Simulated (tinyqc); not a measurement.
Modulation-doped quantum well, Poisson-Schroedinger loop: effect of the applied field along z.

A well of width L centred at z = 0 between barriers Vb; effective-mass electrons, parabolic bands. The electrons come from donor sheets outside the mesh, a share fL of Ns on the left and the rest on the right, so the structure is neutral. Energies are counted from the band edge of the well, with U = 0 on the first node in the Hartree part.

Schroedinger equation -C d/dz (1/m) dpsi/dz + (V0 + U) psi = E psi, C = hbar^2/(2 m0), on a fine mesh (400 intervals across the well) with hard walls 4.95 nm outside the well edges (to within half a fine step); the lowest 2 levels are kept. V0 = 0 in the well and Vb outside, plus q Fz z (1 kV/cm = 1e-4 eV/nm). N_k = D Vt ln(1 + exp((EF - E_k)/Vt)), D = md m0 q/(pi hbar^2), sum N_k = Ns; n = sum N_k |psi_k|^2. dU/dz = q (fL Ns - integral of n from the left)/(eps0 eps_r). The loop is converged to 1e-9 eV; shares under 0.001 % are printed as 0.

Parameters, values chosen for the exercise; material values those of a made-up well: temperature T = 20 K; mass along z in the well mw = 0.0349 m0; mass along z in the barriers mb = 0.0937 m0; in-plane mass md = 0.0369 m0; barrier height Vb = 0.437 eV; relative permittivity (all layers) eps_r = 16.2; well width L = 9.9 nm; sheet density of electrons Ns = 2.8e11 cm^-2; share of the donors on the left side fL = 0.7.

Constants: q = 1.602176634e-19 C, kB = 1.380649e-23 J/K, hbar = 1.054571817e-34 J s, m0 = 9.1093837015e-31 kg, Vt = kB T/q, eps0 = 8.8541878128e-14 F/cm where lengths are in cm, hbar^2/(2 m0) = 0.0380998212 eV nm^2. Results are converted to the units shown.

The same in every row: EF - E1 (meV) = 18.2; share of E2 (%) = 0.

Result of one run:
```
E2 - E1 (meV),centroid (nm),charge in the barriers (%),range of U in the well (meV)
155,0.0722,3.61,8.16
```

Which applied field along z Fz gave this result: -45, -30, -15 or 30 kV/cm?

Fz = -15 kV/cm.

The whole series:
```
Fz (kV/cm),E2 - E1 (meV),centroid (nm),charge in the barriers (%),range of U in the well (meV)
-60,157,0.440,3.75,9.02
-45,156,0.319,3.68,8.73
-30,156,0.196,3.64,8.44
-15,155,0.0722,3.61,8.16
0,155,-0.0516,3.61,7.87
15,155,-0.175,3.63,7.60
30,156,-0.298,3.68,7.32
45,157,-0.420,3.74,7.06
60,158,-0.541,3.83,6.80
```

As Fz goes from -60 to 60, E2 - E1 goes from 157 through a minimum of 155 (at Fz = 0 among the rows listed) to 158 meV, EF - E1 stays at 18.2 meV and the share of E2 stays at 0 %. EF stays below E2 throughout. The centroid falls from 0.440 to -0.541 nm. The spacing is smallest near the row where the centroid is closest to the middle: tilting the well confines the electrons more tightly. In every row E2 or EF lies over 150 meV above E1, where non-parabolicity matters for so light a mass.

Program tinyqc, `OMP_NUM_THREADS=1 python tinyqc.py 2140101 2140102 out.jsonl`; Intel Xeon 2.30GHz, shared host, one thread, about 0.1 s.
